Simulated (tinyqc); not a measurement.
Worked calculation: CIS on RHF in the 3-21g basis, for H2, spin multiplicity 1. One step of it, computed by the program tinyqc.

Problem. CIS triplet states. Diagonalise A (1 hartree = 27.211386 eV); each vector has its largest component positive (the first on a tie).

CIS matrix A, triplet (hartree), lower triangle:
```
          1>2       1>3       1>4
1>2  0.186713
1>3  0.000000  1.117650
1>4  0.128397  0.000000  1.178469
```

Give: triplet excitation energies; lowest vectors.

Solution.

triplet excitation energies (eV): 4.6357  30.4128  32.5128

lowest vectors:
```
     state 1  state 2  state 3
1>2   0.9920   0.0000   0.1263
1>3   0.0000   1.0000   0.0000
1>4  -0.1263   0.0000   0.9920
```
